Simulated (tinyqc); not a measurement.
# Electron mobility in a silicon inversion layer, empirical terms and Matthiessen rule: what changes with what

Inversion layer of sheet density Ns on a uniformly doped body. The mobility terms are empirical power laws with prefactors chosen for the exercise; adding their inverses (Matthiessen) is itself an approximation.

Values chosen for this exercise; material values close to those of silicon: temperature T = 300 K; band gap Eg = 1.11 eV; relative permittivity of the semiconductor eps_r = 11.6; conduction-band density of states at T Nc = 2.8e19 cm^-3; valence-band density of states at T Nv = 2.6e19 cm^-3; body doping Nb = 7.2e16 cm^-3; reverse body bias Vsb = 0.6 V; weight of the inversion charge in the effective field eta = 0.5; phonon-limited mobility at 1 MV/cm and 300 K Ap = 446 cm^2/(V s); roughness-limited mobility at 1 MV/cm As = 1150 cm^2/(V s); exponent of the roughness term gs = 2; Coulomb prefactor Ac = 3800 cm^2/(V s); charge at the interface Nit = 9.1e10 cm^-2; inversion density Ns = 2.8e12 cm^-2.

Constants: q = 1.602176634e-19 C, kB = 1.380649e-23 J/K, Vt = kB T/q, eps0 = 8.8541878128e-14 F/cm where lengths are in cm. Results are converted to the units shown.

Each table varies one quantity; the others keep the values above.

## Effect of the reverse body bias

ni = sqrt(Nc Nv) exp(-Eg/(2 Vt)), Eg in volts; Ndep = sqrt(2 eps0 eps_r Nb (2 Vt ln(Nb/ni) + Vsb)/q); E = q (Ndep + eta Ns)/(eps0 eps_r), in MV/cm. With t = T/(300 K): muC = Ac (Ns/1e12 cm^-2) t/(Nb/1e17 cm^-3 + Nit/1e11 cm^-2), muP = Ap E^(-1/3) t^(-1.75), muS = As E^(-gs); 1/mu is the sum of the inverses.

The same in every row: muC (cm^2/(V s)) = 6527.6.

Results:

| Vsb (V) | E (MV/cm) | muP (cm^2/(V s)) | muS (cm^2/(V s)) | mu (cm^2/(V s)) |
|---|---|---|---|---|
| 0 | 0.35274 | 631.22 | 9242.3 | 541.82 |
| 0.8 | 0.40818 | 601.24 | 6902.2 | 509.87 |
| 1.2 | 0.43054 | 590.65 | 6204.1 | 498.15 |
| 1.6 | 0.45075 | 581.69 | 5660.1 | 488.04 |
| 2 | 0.46934 | 573.90 | 5220.6 | 479.11 |
| 2.4 | 0.48665 | 567.02 | 4855.9 | 471.09 |

Estimate the missing row, Vsb = 0.4 V.

Computed row:

| Vsb (V) | E (MV/cm) | muP (cm^2/(V s)) | muS (cm^2/(V s)) | mu (cm^2/(V s)) |
|---|---|---|---|---|
| 0.4 | 0.38282 | 614.24 | 7847.2 | 523.93 |

With this row back in the table: As Vsb goes from 0 to 2.4 V, E rises from 0.353 to 0.487 MV/cm and mu falls from 542 to 471 cm^2/(V s). The phonon term is the smallest in the first and the last row.

## Effect of the inversion density

Same model as above.

Results:

| Ns (cm^-2) | E (MV/cm) | muC (cm^2/(V s)) | muP (cm^2/(V s)) | muS (cm^2/(V s)) | mu (cm^2/(V s)) |
|---|---|---|---|---|---|
| 2e11 | 0.1932 | 466.3 | 771.5 | 3.082e4 | 287.9 |
| 3.6e11 | 0.2056 | 839.3 | 755.6 | 2.719e4 | 391.9 |
| 6.3e11 | 0.2267 | 1469 | 731.4 | 2.238e4 | 477.8 |
| 1.1e12 | 0.2634 | 2564 | 695.8 | 1.658e4 | 529.8 |
| 3.6e12 | 0.4583 | 8393 | 578.5 | 5474 | 492.5 |
| 6.3e12 | 0.6689 | 1.469e4 | 510.0 | 2570 | 413.5 |
| 1.1e13 | 1.036 | 2.564e4 | 440.8 | 1072 | 308.7 |
| 2e13 | 1.737 | 4.663e4 | 371.0 | 380.9 | 187.2 |

Estimate the missing row, Ns = 2e12 cm^-2.

Computed row:

| Ns (cm^-2) | E (MV/cm) | muC (cm^2/(V s)) | muP (cm^2/(V s)) | muS (cm^2/(V s)) | mu (cm^2/(V s)) |
|---|---|---|---|---|---|
| 2e12 | 0.3336 | 4663 | 643.1 | 1.034e4 | 535.9 |

With this row back in the table: As Ns goes from 2e11 to 2e13 cm^-2, E rises from 0.193 to 1.74 MV/cm and mu goes from 288 through a maximum of 536 (at Ns = 2e12 cm^-2 among the rows listed) to 187 cm^2/(V s). The smallest term is the Coulomb one in the first row and the phonon one in the last. Screening lifts the Coulomb term as Ns grows while the field presses the carriers to the interface, hence the maximum. At Ns = 2e13 cm^-2 E passes 1.5 MV/cm, beyond the usual range of such laws.

## Effect of the charge at the interface

Same model as above.

The same in every row: E (MV/cm) = 0.3960; muP (cm^2/(V s)) = 607.4; muS (cm^2/(V s)) = 7335.

Result of one run:

| Nit (cm^-2) | muC (cm^2/(V s)) | mu (cm^2/(V s)) |
|---|---|---|
| 1e11 | 6186 | 514.3 |

What becomes of these results when the charge at the interface Nit is changed from 1e11 to 3.2e11 cm^-2, all else the same?

Result of the changed run:

| Nit (cm^-2) | muC (cm^2/(V s)) | mu (cm^2/(V s)) |
|---|---|---|
| 3.2e11 | 2714 | 464.9 |

The whole series:

| Nit (cm^-2) | muC (cm^2/(V s)) | mu (cm^2/(V s)) |
|---|---|---|
| 1e10 | 1.298e4 | 537.7 |
| 3.2e10 | 1.023e4 | 531.8 |
| 1e11 | 6186 | 514.3 |
| 3.2e11 | 2714 | 464.9 |
| 1e12 | 992.5 | 358.4 |
| 3.2e12 | 325.2 | 205.8 |
| 1e13 | 105.6 | 88.90 |

As Nit goes from 1e10 to 1e13 cm^-2, E stays at 0.396 MV/cm and mu falls from 538 to 88.9 cm^2/(V s). The smallest term is the phonon one in the first row and the Coulomb one in the last.

Computed by the program tinyqc: `OMP_NUM_THREADS=1 python tinyqc.py 2510140 2510141 out.jsonl`, one thread of a shared Intel Xeon 2.30GHz, about 0.01 s for the whole run.
